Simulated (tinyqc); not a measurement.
From image to dissolution rate: chemically amplified photoresist: aerial image, acid generation, bake, development and line width. Computed by tinyqc, a small Python program. Command: `OMP_NUM_THREADS=1 python tinyqc.py 3014269 3014270 out.jsonl resist walk`. One thread of a shared host (Intel(R) Xeon(R) Processor @ 2.30GHz), about 0.03 s of CPU time with the checks.

Lines and spaces of pitch p with a two-beam-like image; x = 0 is the middle of the bright space. The resist is positive and treated as uniform in depth.

Inputs (values chosen for the exercise, for a model resist at 13.5 nm):
```
quantity                                         value     unit
pitch p                                             37       nm
image contrast c                                  0.77        -
mean dose E                                       3.46  mJ/cm^2
Dill parameter C                                 0.035  cm^2/mJ
quencher load q, relative to the acid generator  0.081        -
acid diffusivity D                               0.056   nm^2/s
bake time t                                         90        s
amplification rate k_amp                         0.057      1/s
threshold protection m_th                         0.57        -
development selectivity n                            3        -
largest rate r_max                                 110     nm/s
smallest rate r_min                              0.072     nm/s
```

Method:
- Dose E(x) = E [1 + c cos(2 pi x/p)]; acid h = 1 - exp(-C E(x)).
- Bake: the acid image is blurred by a Gaussian of variance sigma^2 = 2 D t (each Fourier term k of h, taken on 64 points, is multiplied by exp(-4 pi^2 k^2 D t/p^2)).
- The quencher then removes q, h_eff = max(h_blurred - q, 0); protection m = exp(-k_amp t h_eff).
- Mack rate r = r_max (a + 1)(1 - m)^n/(a + (1 - m)^n) + r_min, a = ((n + 1)/(n - 1))(1 - m_th)^n.

Across half a pitch:
```
x/p   x (nm)  dose (mJ/cm^2)  blurred acid  protection m  rate (nm/s)
0.00    0.00          6.1242       0.18257        0.5939   3.7858e+01
0.05    1.85          5.9938       0.17927        0.6040   3.5874e+01
0.10    3.70          5.6154       0.16965        0.6346   3.0005e+01
0.15    5.55          5.0260       0.15449        0.6859   2.0862e+01
0.20    7.40          4.2833       0.13509        0.7577   1.0543e+01
0.25    9.25          3.4600       0.11321        0.8477   2.8421e+00
0.30   11.10          2.6367       0.09091        0.9504   1.6948e-01
0.35   12.95          1.8940       0.07043        1.0000   7.2000e-02
0.40   14.80          1.3046       0.05394        1.0000   7.2000e-02
0.45   16.65          0.9262       0.04324        1.0000   7.2000e-02
0.50   18.50          0.7958       0.03953        1.0000   7.2000e-02
```

What does the comparison show, and why?

The dose varies by a factor 7.70 across the pattern and the rate by 526.

Extremes, crossings and ranges named in words are read from the listed rows.
